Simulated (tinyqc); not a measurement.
What moves the results: impurity band of shallow donors (Hubbard estimate). A value that a table varies takes the place of the one given here.

Constants: e^2/(4 pi eps0) = 14.39964547 eV angstrom.

Inputs chosen for the exercise (near those of two donors in GaN; the results hold for these values, not for the real material):
- a = 27.6 angstrom (orbital radius)
- eps = 9.7 (dielectric constant)
- Ns = (0.0092, 0.023, 0.055, 0.14, 0.32, 0.69, 1.4) x 1e18/cm^3 (donor densities)
- R = 156 angstrom (separation)

## From lone donors to an impurity band

Donors on a simple cubic lattice of spacing R = N^(-1/3) (1/angstrom^3 = 1e24/cm^3), Ha* = q/(eps a), q = e^2/(4 pi eps0), x = R/a. Hopping t = Ha* (1 + x) exp(-x), band width B = 12 t, on-site repulsion U = (5/8) Ha*; the gap closes near B/U = 1.15. Valley factors and disorder are left out.

Results:
```
N (1e18/cm^3)  R (angstrom)  N^(1/3) a   t (meV)   B (meV)       B/U
0.0092                477.2      0.058  3.04e-05  0.000365  1.09e-05
0.023                 351.6      0.078   0.00217    0.0260  0.000773
0.055                 263.0      0.105    0.0412     0.495    0.0147
0.14                  192.6      0.143     0.400      4.80     0.143
0.32                  146.2      0.189      1.70      20.3     0.605
0.69                  113.2      0.244      4.55      54.5      1.62
1.4                    89.4      0.309      8.94       107      3.19
```

B/U passes 1.15 between 0.32 and 0.69 x 1e18/cm^3; the root is x = 4.52, N^(1/3) a = 0.221, N = 0.51 x 1e18/cm^3, below the 0.84 that the empirical rule N^(1/3) a = 0.26 gives; the estimate is rough, since random positions, the overlap of the orbitals and screening are left out. While N grows by 152 times, t grows by 2.94e+05 times.

## What each parameter does (pair of shallow donors (hydrogen-like orbitals))

Each donor has the orbital exp(-r/a); energy unit Ha* = q/(eps a), q = e^2/(4 pi eps0), so that a lone donor is bound by Ha*/2; x = R/a. One electron: S = (1 + x + x^2/3) exp(-x), j = 1/x - (1 + 1/x) exp(-2x), k = (1 + x) exp(-x); levels E(+/-) = -1/2 - (j +/- k)/(1 +/- S) in Ha*, without the repulsion of the ions, split by D = |E(-) - E(+)|.

Two electrons, Heitler-London: with S' = (1 - x + x^2/3) exp(x), C = 1/x - exp(-2x)(1/x + 11/8 + 3x/4 + x^2/6), X = (1/5){exp(-2x)(25/8 - 23x/4 - 3x^2 - x^3/3) + (6/x)[S^2 (0.5772157 + ln x) + S'^2 Ei(-4x) - 2 S S' Ei(-2x)]}, Q = C - 2j + 1/x and A = X - 2 S k + S^2/x, the singlet and triplet lie at (Q +/- w A)/(1 +/- w S^2) from two lone donors, with the valley weight w = 1 (one valley); the exchange is J = triplet - singlet.

x, D = |E(-) - E(+)| and J. Each row changes one parameter from the base and keeps the others.

Results:
```
case                   x  D (meV)  J (micro-eV)
base               5.652    1.361          85.1
a = 30.4 angstrom  5.132    1.876           177
eps = 10.7         5.652    1.234          77.2
R = 179 angstrom   6.486   0.6849          21.8
```

The largest shifts from the base row, up to three for each result and ties (the steps differ in size, so this ranks the rows, not the parameters). x: R +0.833, a -0.521; unchanged at the printed digits by eps. D (meV): R -0.676, a +0.515, eps -0.127. J (micro-eV): a +91.6, R -63.3, eps -7.96.

tinyqc: `OMP_NUM_THREADS=1 python tinyqc.py 1281631 1281632 out.jsonl`; about 0.01 s, one thread, shared Intel(R) Xeon(R) Processor @ 2.30GHz.
